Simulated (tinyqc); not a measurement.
Worked calculation: plane-wave Kohn-Sham cycle with exchange-only LDA in a layered model solid. Computed by tinyqc, a small Python program that keeps every step. Settings: points = 16, plane-wave index or count = 3, electrons = 4, k points = 3, area = 33.0, mixing = 0.1, iteration cap = 77, Pulay depth = 3. Command: `OMP_NUM_THREADS=1 python tinyqc.py 26182 26183 out.jsonl` (the two numbers bound the seeds that draw the settings). One thread of a shared host (Intel(R) Xeon(R) Processor @ 2.60GHz), about 0.03 s of CPU time with the checks. Later iterations appear only in the table of the cycle.

## Iteration 1: potential

A solid whose potential varies along x alone (atomic units):
```
parameter                      value
period a                   13.000000
cross-section of the cell  33.000000
electrons per cell                 4
grid points                       16
plane waves -n..n, n               3
k points                           3
V1 in V1 cos(2 pi x/a)     -0.190000
V2 in V2 cos(4 pi x/a)      0.150000
```

density at the start, on the grid x_j = j a/N (e/bohr^3): 0.009324  0.009324  0.009324  0.009324  0.009324  0.009324  0.009324  0.009324  0.009324  0.009324  0.009324  0.009324  0.009324  0.009324  0.009324  0.009324

V_H(G) = 4 pi rho(G)/G^2 for G != 0 (uniform background); v_x = -(3 rho/pi)^(1/3); V = V_ext + V_H + v_x; Fourier components f(G_m) = (1/N) sum_j f(x_j) exp(-i G_m x_j).

Potentials on the grid (hartree):
```
x          V_ext     V_H      v_x        V
0.0000   -0.0400  0.0000  -0.2073  -0.2473
0.8125   -0.0695  0.0000  -0.2073  -0.2767
1.6250   -0.1344  0.0000  -0.2073  -0.3416
2.4375   -0.1788  0.0000  -0.2073  -0.3860
3.2500   -0.1500  0.0000  -0.2073  -0.3573
4.0625   -0.0334  0.0000  -0.2073  -0.2406
4.8750    0.1344  0.0000  -0.2073  -0.0729
5.6875    0.2816  0.0000  -0.2073   0.0743
6.5000    0.3400  0.0000  -0.2073   0.1327
7.3125    0.2816  0.0000  -0.2073   0.0743
8.1250    0.1344  0.0000  -0.2073  -0.0729
8.9375   -0.0334  0.0000  -0.2073  -0.2406
9.7500   -0.1500  0.0000  -0.2073  -0.3573
10.5625  -0.1788  0.0000  -0.2073  -0.3860
11.3750  -0.1344  0.0000  -0.2073  -0.3416
12.1875  -0.0695  0.0000  -0.2073  -0.2767
```

V(G_m), m = 0, 1, 2, ... (hartree): -0.2073  -0.0950  0.0750  0.0000  0.0000  0.0000  0.0000

## Iteration 1: Hamiltonian at one k

k = 0.0000 2 pi / a

H(m,m') = (k + G_m)^2/2 delta + V(G_m - G_m'), with V(-G) = V(G).

H (hartree):
```
         -3       -2       -1       +0       +1       +2       +3
-3   0.8439  -0.0950   0.0750   0.0000   0.0000   0.0000   0.0000
-2  -0.0950   0.2599  -0.0950   0.0750   0.0000   0.0000   0.0000
-1   0.0750  -0.0950  -0.0905  -0.0950   0.0750   0.0000   0.0000
+0   0.0000   0.0750  -0.0950  -0.2073  -0.0950   0.0750   0.0000
+1   0.0000   0.0000   0.0750  -0.0950  -0.0905  -0.0950   0.0750
+2   0.0000   0.0000   0.0000   0.0750  -0.0950   0.2599  -0.0950
+3   0.0000   0.0000   0.0000   0.0000   0.0750  -0.0950   0.8439
```

## Iteration 1: levels at that k

Diagonalise the Hermitian matrix.

eigenvalues (hartree): -0.2832  -0.1886  -0.0102  0.2602  0.3056  0.8667  0.8690

## Iteration 1: new density

Motion across x is left out: the lowest 2 band(s) hold two electrons at each of the k points (j + 1/2)/nk - 1/2. Residual R = rho(out) - rho(in); rho(new) = rho(in) + 0.1 R. rho(out) = 2/(a A nk) sum |psi|^2 with psi = sum c exp(i G x). Harris energy E = band energy - dV sum rho (V_H/2 + v_x) + (3/4) dV sum rho v_x with rho(in), dV = a A/N, band energy = (2/nk) sum of the filled levels.

rho(out) (e/bohr^3): 0.007982  0.010245  0.015129  0.017801  0.014793  0.008310  0.003152  0.000940  0.000463  0.000940  0.003152  0.008310  0.014793  0.017801  0.015129  0.010245

density after iteration 1 (e/bohr^3): 0.009190  0.009416  0.009905  0.010172  0.009871  0.009223  0.008707  0.008486  0.008438  0.008486  0.008707  0.009223  0.009871  0.010172  0.009905  0.009416

energy per cell = -0.743510 hartree

## Iteration 2: potential

As before.

Potentials on the grid (hartree):
```
x          V_ext      V_H      v_x        V
0.0000   -0.0400   0.0244  -0.2063  -0.2219
0.8125   -0.0695   0.0248  -0.2079  -0.2526
1.6250   -0.1344   0.0242  -0.2115  -0.3216
2.4375   -0.1788   0.0190  -0.2134  -0.3731
3.2500   -0.1500   0.0072  -0.2112  -0.3541
4.0625   -0.0334  -0.0090  -0.2065  -0.2488
4.8750    0.1344  -0.0243  -0.2026  -0.0926
5.6875    0.2816  -0.0348  -0.2009   0.0459
6.5000    0.3400  -0.0385  -0.2005   0.1010
7.3125    0.2816  -0.0348  -0.2009   0.0459
8.1250    0.1344  -0.0243  -0.2026  -0.0926
8.9375   -0.0334  -0.0090  -0.2065  -0.2488
9.7500   -0.1500   0.0072  -0.2112  -0.3541
10.5625  -0.1788   0.0190  -0.2134  -0.3731
11.3750  -0.1344   0.0242  -0.2115  -0.3216
12.1875  -0.0695   0.0248  -0.2079  -0.2526
```

V(G_m), m = 0, 1, 2, ... (hartree): -0.2072  -0.0808  0.0734  0.0001  0.0000  0.0000  0.0000

## Iteration 2: Hamiltonian at one k

k = 0.0000 2 pi / a

As before.

H (hartree):
```
         -3       -2       -1       +0       +1       +2       +3
-3   0.8440  -0.0808   0.0734   0.0001   0.0000   0.0000   0.0000
-2  -0.0808   0.2600  -0.0808   0.0734   0.0001   0.0000   0.0000
-1   0.0734  -0.0808  -0.0904  -0.0808   0.0734   0.0001   0.0000
+0   0.0001   0.0734  -0.0808  -0.2072  -0.0808   0.0734   0.0001
+1   0.0000   0.0001   0.0734  -0.0808  -0.0904  -0.0808   0.0734
+2   0.0000   0.0000   0.0001   0.0734  -0.0808   0.2600  -0.0808
+3   0.0000   0.0000   0.0000   0.0001   0.0734  -0.0808   0.8440
```

## Iteration 2: levels at that k

As before.

eigenvalues (hartree): -0.2695  -0.1820  -0.0127  0.2604  0.2984  0.8619  0.8637

## Iteration 2: new density

B (overlaps of the stored error matrices):
```
               1              2
1  5.7179379e-04  4.9295093e-04
2  4.9295093e-04  4.2937551e-04
```

Motion across x is left out: the lowest 2 band(s) hold two electrons at each of the k points (j + 1/2)/nk - 1/2. Residual R = rho(out) - rho(in); rho(new) = rho(in) + 0.1 R; Pulay mixing then takes sum c_i of the stored mixed densities, with c from B_ij = sum R_i R_j as in DIIS. rho(out) = 2/(a A nk) sum |psi|^2 with psi = sum c exp(i G x). Harris energy E = band energy - dV sum rho (V_H/2 + v_x) + (3/4) dV sum rho v_x with rho(in), dV = a A/N, band energy = (2/nk) sum of the filled levels.

rho(out) (e/bohr^3): 0.007307  0.009471  0.014372  0.017570  0.015279  0.009060  0.003680  0.001195  0.000624  0.001195  0.003680  0.009060  0.015279  0.017570  0.014372  0.009471

DIIS coefficients: -4.1641  5.1641

density after iteration 2 (e/bohr^3): 0.008218  0.009445  0.012212  0.013992  0.012664  0.009138  0.006111  0.004721  0.004403  0.004721  0.006111  0.009138  0.012664  0.013992  0.012212  0.009445

energy per cell = -0.706806 hartree

## Convergence

Stop when sqrt(dV sum R^2) is below 1e-8, dV = a A/N.

Course of the cycle:
```
iteration  E (hartree)  norm of the residual
1            -0.743510              1.24e-01
2            -0.706806              1.07e-01
3            -0.645033              5.45e-02
4            -0.674223              7.16e-02
5            -0.637144              2.50e-03
6            -0.637142              1.83e-03
7            -0.637146              1.47e-03
8            -0.637148              1.21e-03
9            -0.637149              5.23e-04
10           -0.637148              3.65e-04
11           -0.637147              1.89e-04
...                ...                   ...
28           -0.637147              5.15e-07
29           -0.637147              1.88e-07
30           -0.637147              1.51e-07
31           -0.637147              1.14e-07
32           -0.637147              9.87e-08
33           -0.637147              8.46e-08
34           -0.637147              5.40e-08
35           -0.637147              3.81e-08
36           -0.637147              1.76e-08
37           -0.637147              1.53e-08
38           -0.637147              7.89e-09
```

Converged in 38 iterations. Before convergence this energy mixes input and output and is not variational, so it may rise towards its limit.
